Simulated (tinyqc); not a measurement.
Ion-assisted plasma etching: sheath, surface coverage, synergy and aspect-ratio dependence. Inputs raised by 5 %, one at a time. Computed by tinyqc, a small Python program. Command: `OMP_NUM_THREADS=1 python tinyqc.py 3008944 3008945 out.jsonl etch sens`. One thread of a shared host (Intel(R) Xeon(R) Processor @ 2.30GHz), about 0.01 s of CPU time with the checks.

Radicals adsorb on bare sites; ions remove covered sites with a high yield and bare sites by sputtering; a slow spontaneous reaction acts everywhere, walls included.

Inputs (values chosen for the exercise, close to those used for silicon in a halogen plasma): plasma density n_e = 5.2e+10 1/cm^3; electron temperature T_e = 2.8 eV; ion mass M_i = 71 u; sheath voltage V = 61 V; radical density n = 1.2e+14 1/cm^3; radical mass M_n = 35.5 u; gas temperature T_g = 350 K; sticking coefficient s = 0.39; radicals per removed unit x = 2; yield slope b = 0.09 eV^(-1/2); threshold E_th = 18 eV; sputter slope b_p = 0.012 eV^(-1/2); sputter threshold E_p = 29 eV; spontaneous reaction probability k_c = 7.2e-05; solid density N = 5e+22 1/cm^3; ion temperature T_i = 0.28 eV; aspect ratio A = 3.

Feature: long trench.

Constants: e = 1.602176634e-19 C; u = 1.6605390666e-27 kg; k_B = 1.380649e-23 J/K; eps_0 = 8.8541878128e-12 F/m.

Method:
- Bohm speed u_B = sqrt(e T_e/M_i); ion flux G_i = 0.61 n_e u_B; radical flux G_n = n c/4 with c = sqrt(8 k_B T_g/(pi M_n)).
- Debye length lambda_D = sqrt(eps_0 T_e/(e n_s)) with n_s = 0.61 n_e, T_e in volts; Child-law sheath d = (sqrt2/3) lambda_D (2 V/T_e)^(3/4); ion energy E = V + T_e/2; angular spread = arctan(sqrt(T_i/E)).
- Yields: Y = b (sqrt(E) - sqrt(E_th)) on covered sites, Y_p = b_p (sqrt(E) - sqrt(E_p)) on bare ones (zero below threshold).
- Steady coverage: s G_n (1 - theta) = x Y G_i theta; removal flux = Y G_i theta + Y_p G_i (1 - theta) + k_c G_n; rate = flux/N, 1 cm/s = 6e8 nm/min.
- Lateral rate = k_c G_n/N; anisotropy = 1 - lateral/vertical; synergy = vertical/(ions alone + radicals alone), with ions alone Y_p G_i/N and radicals alone the lateral rate.
- Transmission of a long trench, rough form: K = (1 + ln(1 + A))/(1 + A + ln(1 + A)), walls that scatter diffusely without loss. With a loss probability S = s (1 - theta) at the floor, G_b/G_n = K/(K + S - K S); theta follows G_b, and the two are solved together. Ions are taken to reach the floor unshadowed; G_b replaces G_n in every term of the rate; A is depth over width.

Runs; columns: (1) input moved; (2) from; (3) to; (4) vertical rate (nm/min); (5) floor rate over open-field rate; (6) rate at the floor (nm/min); (7) sheath thickness (um):
```
(1)                                (2)       (3)    (4)     (5)    (6)    (7)
base run                             -         -  25.45  0.9998  25.45  558.4
plasma density n_e (1/cm^3)    5.2e+10  5.46e+10  26.66  0.9998  26.65  544.9
electron temperature T_e (eV)      2.8      2.94  26.08  0.9998  26.07  551.6
sheath voltage V (V)                61     64.05  26.71  0.9998  26.70  579.2
radical density n (1/cm^3)     1.2e+14  1.26e+14  25.52  0.9998  25.51  558.4
sticking coefficient s            0.39    0.4095  25.46  0.9998  25.46  558.4
aspect ratio A                       3      3.15  25.45  0.9998  25.45  558.4
gas temperature T_g (K)            350     367.5  25.49  0.9998  25.48  558.4
```

Exponents ln(y'/y) / ln(x'/x):
```
input                     vertical rate  floor rate over open-field rate  rate at the floor  sheath thickness
plasma density n_e                0.948                                0              0.948             -0.50
electron temperature T_e          0.497                                0              0.497             -0.25
sheath voltage V                  0.988                                0              0.988              0.75
radical density n                 0.054                                0              0.054              0.00
sticking coefficient s            0.006                                0              0.006              0.00
aspect ratio A                    0.000                                0              0.000              0.00
gas temperature T_g               0.027                                0              0.027              0.00
```

To which inputs is each result most sensitive?

Among the inputs moved here: vertical rate answers most in size to sheath voltage V (exponent +0.988), next to plasma density n_e (+0.948); its exponent is below 0.0005 for aspect ratio A. floor rate over open-field rate hardly depends on these (all exponents below 0.005). Rate at the floor answers most in size to sheath voltage V (exponent +0.988), next to plasma density n_e (+0.948); its exponent is below 0.0005 for aspect ratio A. sheath thickness answers most in size to sheath voltage V (exponent +0.750), next to plasma density n_e (-0.500); its exponent is below 0.0005 for radical density n, sticking coefficient s, aspect ratio A, gas temperature T_g. Its exponent -0.500 in plasma density n_e: the sheath scales with the Debye length. Its exponent -0.250 in electron temperature T_e: lambda_D grows as T_e^(1/2) and the voltage factor falls as T_e^(-3/4).

Caution (all rows): the trench transmission is an interpolation between the limits 1 and ln(A)/A, good to tens of per cent.
